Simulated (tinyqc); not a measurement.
Inside a calculation. Method: Hubbard ring of 5 sites. Computed by tinyqc, a small Python program that keeps every step. Settings: hopping = 1.65, U = 2.4, mixing = 1, iteration cap = 83. Command: `OMP_NUM_THREADS=1 python tinyqc.py 30316 30317 out.jsonl` (the two numbers bound the seeds that draw the settings). One thread of a shared host (Intel(R) Xeon(R) Processor @ 2.60GHz), about 0.2 s of CPU time with the checks. Later iterations appear only in the table of the cycle.

## Mean-field iteration 1

one-body matrix (hopping and site energies) (eV), order 1, 2, 3, 4, 5:
$$\begin{pmatrix}
0.510000 & -1.650000 & 0.000000 & 0.000000 & -1.650000 \\
-1.650000 & 0.830000 & -1.650000 & 0.000000 & 0.000000 \\
0.000000 & -1.650000 & -0.580000 & -1.650000 & 0.000000 \\
0.000000 & 0.000000 & -1.650000 & 0.610000 & -1.650000 \\
-1.650000 & 0.000000 & 0.000000 & -1.650000 & -0.360000
\end{pmatrix}$$

U = 2.400000 eV

electrons, up and down: [3, 2]

mixing = 1

n(up) at the start (a guess, not normalised): 1 0.600000, 2 0.600000, 3 0.600000, 4 0.600000, 5 0.600000

n(down) at the start (a guess): 1 0.400000, 2 0.400000, 3 0.400000, 4 0.400000, 5 0.400000

H(up) = T + U n(down), H(down) = T + U n(up); fill the lowest levels; n(new) = n + mixing (n(out) - n); E = tr T (rho up + rho down) + U sum n_up n_down of the output.

levels, up (eV): [-2.204238, -0.284621, 0.513522, 3.734256, 4.051081]

levels, down (eV): [-1.724238, 0.195379, 0.993522, 4.214256, 4.531081]

energy = -6.163429 eV

n(up) after iteration 1: 1 0.579456, 2 0.515189, 3 0.713970, 4 0.506798, 5 0.684588

n(down) after iteration 1: 1 0.283629, 2 0.195259, 3 0.702665, 4 0.196526, 5 0.621921

## Mean-field iteration 2

As before.

levels, up (eV): [-2.140252, 0.117525, 0.167380, 3.783509, 3.881839]

levels, down (eV): [-1.688903, 0.368479, 0.856699, 4.203761, 4.469964]

energy = -6.253455 eV

n(up) after iteration 2: 1 0.599738, 2 0.581709, 3 0.608805, 4 0.607751, 5 0.601996

n(down) after iteration 2: 1 0.302653, 2 0.223403, 3 0.663999, 4 0.210645, 5 0.599300

## Convergence

Each step fills the lowest levels of T + U n(other spin) and sets n(new) = n + mixing (n(out) - n); stop when output and input agree to 1e-8.

Course of the cycle:
```
iteration       E (eV)  largest |n(out) - n(in)|  mean |n_up - n_down|
1          -6.16342864                  3.03e-01              0.200000
2          -6.25345486                  1.05e-01              0.222077
3          -6.26319068                  3.37e-02              0.234914
4          -6.26432115                  1.24e-02              0.240752
5          -6.26445881                  3.89e-03              0.242589
6          -6.26447725                  1.51e-03              0.243317
7          -6.26448014                  8.59e-04              0.243603
8          -6.26448072                  3.16e-04              0.243709
9          -6.26448086                  2.29e-04              0.243765
10         -6.26448091                  8.85e-05              0.243784
11         -6.26448092                  6.94e-05              0.243798
...                ...                       ...                   ...
18         -6.26448093                  1.02e-06              0.243810
19         -6.26448093                  8.32e-07              0.243810
20         -6.26448093                  3.44e-07              0.243810
21         -6.26448093                  2.80e-07              0.243810
22         -6.26448093                  1.16e-07              0.243810
23         -6.26448093                  9.43e-08              0.243810
24         -6.26448093                  3.90e-08              0.243810
25         -6.26448093                  3.17e-08              0.243811
26         -6.26448093                  1.31e-08              0.243811
27         -6.26448093                  1.07e-08              0.243811
28         -6.26448093                  4.42e-09              0.243811
```

local moments n_up - n_down: 1 0.320205, 2 0.374340, 3 -0.085100, 4 0.414982, 5 -0.024426

Converged in 28 iterations. Before convergence this energy mixes input and output and is not variational, so it may rise towards its limit.

## Exact diagonalisation (100 states)

Lowest levels of the sector, and the double occupancy of the lowest state.

lowest levels (eV): [-6.491535, -6.010519, -4.131264, -3.443865, -3.269966, -2.945221]

double occupancy per site = 0.201618

The mean-field solution above lies 0.2271 eV above the exact energy.

## The lowest level by Lanczos steps

From a random start vector (not printed): a_j = <q_j|H|q_j>, b_j = norm of the remainder after orthogonalising; the Ritz value is the lowest eigenvalue of the tridiagonal matrix of a and b so far.

Lanczos:
```
j   a_j (eV)  b_j (eV)  lowest Ritz value (eV)
1   1.258899  5.289202              1.25889900
2   1.914869  5.700921             -3.71247691
3   4.583827  4.833662             -5.47274279
4   3.806934  5.598692             -5.95415534
5   4.942497  4.435890             -6.17858131
6   3.058676  5.278753             -6.25592613
7   3.696489  4.971053             -6.30480880
8   2.273146  4.618106             -6.34517695
9   2.061571  5.261695             -6.38738592
10  4.109396  4.178538             -6.44726996
```
